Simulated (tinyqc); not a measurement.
Worked calculation: CCD on RHF in the sto-6g basis, for H4, spin multiplicity 1. One step of it, computed by the program tinyqc.

Problem. Integrals over molecular orbitals. (pq|rs) = sum C_ip C_jq C_kr C_ls (ij|kl), one index at a time.

coefficients C:
```
,MO1,MO2,MO3,MO4
1H 1s,0.290597,0.499164,0.820800,-0.788199
2H 1s,0.401952,0.394688,-0.609389,1.200239
3H 1s,0.401952,-0.394688,-0.609389,-1.200239
4H 1s,0.290597,-0.499164,0.820800,0.788199
```

core Hamiltonian H = T + V (hartree), lower triangle:
```
,1H 1s,2H 1s,3H 1s,4H 1s
1H 1s,-1.545921
2H 1s,-1.213859,-1.846676
3H 1s,-0.330151,-1.026099,-1.846676
4H 1s,-0.083314,-0.330151,-1.213859,-1.545921
```

Two-electron integrals (ij|kl) in chemists' order, unique and non-zero (hartree):
```
i,j,k,l,(ij|kl)
1,1,1,1,0.774999
2,1,1,1,0.392347
2,1,2,1,0.239297
2,2,1,1,0.535236
2,2,2,1,0.392347
2,2,2,2,0.774999
3,1,1,1,0.070710
3,1,2,1,0.047515
3,1,2,2,0.087998
3,1,3,1,0.011252
3,2,1,1,0.181237
3,2,2,1,0.138085
3,2,2,2,0.292308
3,2,3,1,0.037920
3,2,3,2,0.142854
3,3,1,1,0.281125
3,3,2,1,0.214213
3,3,2,2,0.465834
3,3,3,1,0.070710
3,3,3,2,0.292308
3,3,3,3,0.774999
4,1,1,1,0.014253
4,1,2,1,0.009753
4,1,2,2,0.018490
4,1,3,1,0.002491
4,1,3,2,0.008784
4,1,3,3,0.018490
4,1,4,1,0.000593
4,2,1,1,0.045203
4,2,2,1,0.033809
4,2,2,2,0.070710
4,2,3,1,0.009853
4,2,3,2,0.037920
4,2,3,3,0.087998
4,2,4,1,0.002491
4,2,4,2,0.011252
4,3,1,1,0.139125
4,3,2,1,0.102278
4,3,2,2,0.214213
4,3,3,1,0.033809
4,3,3,2,0.138085
4,3,3,3,0.392347
4,3,4,1,0.009753
4,3,4,2,0.047515
4,3,4,3,0.239297
4,4,1,1,0.195507
4,4,2,1,0.139125
4,4,2,2,0.281125
4,4,3,1,0.045203
4,4,3,2,0.181237
4,4,3,3,0.535236
4,4,4,1,0.014253
4,4,4,2,0.070710
4,4,4,3,0.392347
4,4,4,4,0.774999
```

Give: one-electron integrals over orbitals h = C^T H C; Two-electron integrals over orbitals.

Solution.

one-electron integrals over orbitals h = C^T H C (hartree), lower triangle:
```
,1,2,3,4
1,-1.9248
2,0.0000,-1.6809
3,0.1582,0.0000,-1.2397
4,0.0000,-0.1356,0.0000,-0.8375
```

Two-electron integrals over orbitals (pq|rs), unique and non-zero (hartree):
```
p,q,r,s,(pq|rs)
1,1,1,1,0.5018
2,1,2,1,0.1763
2,2,1,1,0.4646
2,2,2,2,0.4787
3,1,1,1,-0.0708
3,1,2,2,0.0017
3,1,3,1,0.1075
3,2,2,1,0.0907
3,2,3,2,0.1197
3,3,1,1,0.4715
3,3,2,2,0.4694
3,3,3,1,-0.0169
3,3,3,3,0.4916
4,1,2,1,0.0365
4,1,3,2,-0.0581
4,1,4,1,0.0897
4,2,1,1,0.0781
4,2,2,2,0.0159
4,2,3,1,-0.0992
4,2,3,3,0.0153
4,2,4,2,0.1061
4,3,2,1,-0.1675
4,3,3,2,-0.0912
4,3,4,1,-0.0340
4,3,4,3,0.1803
4,4,1,1,0.5291
4,4,2,2,0.4946
4,4,3,1,-0.0762
4,4,3,3,0.5113
4,4,4,2,0.0880
4,4,4,4,0.5924
```
